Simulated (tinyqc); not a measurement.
How far the series holds: five-level k.p model folded onto the conduction band.

For k along z and one spin sector the level c couples to four states. With c0 = hbar^2/2m0, P = sqrt(Ep c0), P2 = sqrt(Ep2 c0): diagonal Eg + (1 + Cm) c0 k^2 for c, and 0, -Dso, E7 + D2, E7 for lh, so, G8 up, G7 up (their own dispersion is left out); couplings of c: sqrt(2/3) P k to lh, sqrt(1/3) P k to so, sqrt(2/3) P2 k to G8 up, sqrt(1/3) P2 k to G7 up (phases chosen real).

Expanding E = H_cc + S(E) about Eg in powers of k^2, with s_n = sum_j H_cj^2/(Eg - H_jj)^n: order k^2: e2 = (1 + Cm) c0 k^2 + s1; order k^4: e4 = -s2 e2; order k^6: e6 = s3 e2^2 + s2^2 e2.

Constants: hbar^2/2m0 = 3.80998211 eV angstrom^2.

Values chosen for the exercise (near those of CdTe; shifted at random, so the results belong to these values and not to a real crystal): Eg = 1.565 eV (gap at Gamma to the s-like level); Dso = 0.895 eV (spin-orbit splitting); Ep = 19 eV (Kane energy); E7 = 5.32 eV (upper Gamma7 conduction level, from the valence top); D2 = 0.29 eV (its spin-orbit splitting, Gamma8 above Gamma7); Ep2 = 1.7 eV (Kane energy to the upper levels); Cm = -0.8 (remote term in 1/m).

Energies from Eg; Pk/Eg measures the coupling.

Levels (eV):
```
k (1/angstrom)  Pk/Eg  to k^2   to k^4   to k^6   exact
0.0276          0.150  0.0303   0.0297   0.0298  0.0298
0.0631          0.343  0.1583   0.1431   0.1460  0.1455
0.1340          0.728  0.7140   0.4049   0.6679  0.5365
0.1695          0.921  1.1425   0.3511   1.4282  0.7712
0.2050          1.114  1.6711  -0.0220   3.3489  1.0164
0.2404          1.307  2.2981  -0.9038   7.8627  1.2644
0.2759          1.500  3.0270  -2.5280  17.5042  1.5116
```

Give the missing row, k (1/angstrom) = 0.0985.

Computed row:
```
k (1/angstrom)  Pk/Eg  to k^2  to k^4  to k^6   exact
0.0985          0.536  0.3858  0.2956  0.3370  0.3223
```

Within 2 % of the exact level stay: the k^2 term up to Pk/Eg = 0.15, the sum to k^4 up to Pk/Eg = 0.34, the sum to k^6 up to Pk/Eg = 0.34. In the last row the errors are +1515, -4040 and +15993 meV: higher orders make it worse, since the series in k^2 converges only for Pk below about Eg/2 in the two-level limit E = Eg/2 + sqrt(Eg^2/4 + P^2 k^2).

(tinyqc, `OMP_NUM_THREADS=1 python tinyqc.py 1081488 1081489 out.jsonl`, Intel(R) Xeon(R) Processor @ 2.30GHz, 1 thread, shared host, about 0.01 s.)
